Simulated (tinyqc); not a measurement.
Permeation of metal atoms or ions through a thin barrier or dielectric: time lag, field-aided drift and lifetime: one step, computed by the program tinyqc.

The film 0 < x < d is empty at first; C = C0 at x = 0 and C = 0 at x = d. dC/dt = D d2C/dx2 - v dC/dx with drift v = D z e V/(k_B T d) (uniform field, no space charge).

Problem. Steady flux and time lag. Steady flux J = (D C0/d) P/(1 - exp(-P)); time lag in units of d^2/D: s_L = [P (1 + exp(-P))/(1 - exp(-P)) - 2]/P^2 (P = 0: J = D C0/d, s_L = 1/6).

Inputs (values chosen for the exercise, for a model case: singly charged ions through a dielectric): thickness d = 50 nm; concentration at the source side C0 = 7.4e+14 1/cm^3; test temperature T = 125 C.

Peclet number P = 0.9909673

diffusivity D = 5.877282e-15 cm^2/s

time scale d^2/D = 4253.667 s

Give: flux relative to D C0/d; steady flux J; time lag s_L; time lag.

Solution.

flux relative to D C0/d = 1.576

steady flux J = 1.371e+06 1/(cm^2 s)

time lag s_L = 0.1640

time lag = 697.6 s

Drift and diffusion both act.
